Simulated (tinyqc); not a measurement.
Fitting sp3s* parameters to three gaps by Newton steps, step by step. Values are carried at full precision from step to step, so a last printed digit may differ when a step is redone from the rounded ones.

sp3s* tight binding, nearest neighbours only: anion (a) at 0, cation (c) at a/4 (1,1,1), orbitals s, px, py, pz, s* on each; k in units of 2 pi/a. With phases e_j = exp(i (pi/2) k.n_j) for n = (1,1,1), (1,-1,-1), (-1,1,-1), (-1,-1,1): g0 = (e1+e2+e3+e4)/4, g1 = (e1+e2-e3-e4)/4, g2 = (e1-e2+e3-e4)/4, g3 = (e1-e2-e3+e4)/4. The diagonal holds the levels Esa, Epa, Exa (s*) and Esc, Epc, Exc. Anion-cation block: <sa|sc> = Vss g0; <sa|xc> = Vsapc g1; <xa|sc> = -Vscpa g1; <xa|xc> = Vxx g0; <xa|yc> = <ya|xc> = Vxy g3, <xa|zc> = <za|xc> = Vxy g2, <ya|zc> = <za|yc> = Vxy g1; <s*a|xc> = Vxapc g1; <xa|s*c> = -Vpaxc g1; y and z take g2 and g3 in place of g1; s-s* and s*-s* vanish.

Gaps are level 5 at Gamma, X = (1,0,0) and L = (1/2,1/2,1/2) less level 4 at Gamma; no spin-orbit coupling. Free parameters: Vss, Exa and Exc. H is linear in them, so by Hellmann-Feynman J_ij = <u|dH/dp_j|u> for level 5 at point i less the same for level 4 at Gamma. Newton: p(new) = p + J^-1 (target - gaps); stop when all misses are below 1e-7 eV.

Parameters, chosen for this exercise (out of a larger set: near a published set for InP, fitted to gaps, whose masses and valley positions are rough; not measured data): p = (-8.425, 0.874, -1.496, 4.054, 8.185, 7.022, -5.408, 1.902, 4.249, 2.21, 5.612, 3.474, 4.472) eV (start, order Esa, Epa, Esc, Epc, Exa, Exc, Vss, Vxx, Vxy, Vsapc, Vscpa, Vxapc, Vpaxc); tg = (1.3756, 2.362, 1.8571) eV (target gaps at Gamma, X, L).

## Gaps of the starting set

Compute the gaps and the misses.

gaps (eV): Gamma 1.4771, X 2.4286, L 1.9079

target less gap (eV): Gamma -0.1015, X -0.0666, L -0.0508

## The Jacobian

Form J and its singular values.

J:
```
           Vss     Exa     Exc
Gamma  -0.8420  0.0000  0.0000
X       0.0000  0.2581  0.0000
L      -0.1687  0.0766  0.0460
```

singular values: 0.8590  0.2690  0.0432

The gap at Gamma answers to Vss. The condition number is 19.9.

## The first Newton step

Solve J dp = target less gap; the columns of J are Vss, Exa and Exc.

dp (eV): Vss 0.121, Exa -0.258, Exc -0.233

## The iteration

Repeat with J formed anew.

Newton steps (eV):

| i | Vss | Exa | Exc | Gamma | X | L | largest miss |
|---|---|---|---|---|---|---|---|
| 0 | -5.4080 | 8.1850 | 7.0220 | 1.4771 | 2.4286 | 1.9079 | 0.10 |
| 1 | -5.2874 | 7.9270 | 6.7887 | 1.3759 | 2.3603 | 1.8563 | 0.0017 |
| 2 | -5.2870 | 7.9331 | 6.7954 | 1.3756 | 2.3620 | 1.8571 | 9.5e-07 |
| 3 | -5.2870 | 7.9331 | 6.7954 | 1.3756 | 2.3620 | 1.8571 | 3.8e-13 |

Converged in 3 steps; the miss goes 0.10, 0.0017, 9.5e-07, 3.8e-13, about squaring each time once it is small. The largest change is 0.252 eV in Exa, for a first miss of 0.102 eV.

## Checks

- J by Hellmann-Feynman against central differences: largest difference 3.1e-10.

Computed by tinyqc, a small Python program: `OMP_NUM_THREADS=1 python tinyqc.py 1481154 1481155 out.jsonl` (the numbers bound the seed that draws the inputs); one thread of a shared host (Intel(R) Xeon(R) Processor @ 2.30GHz), about 0.2 s for the whole set of steps.
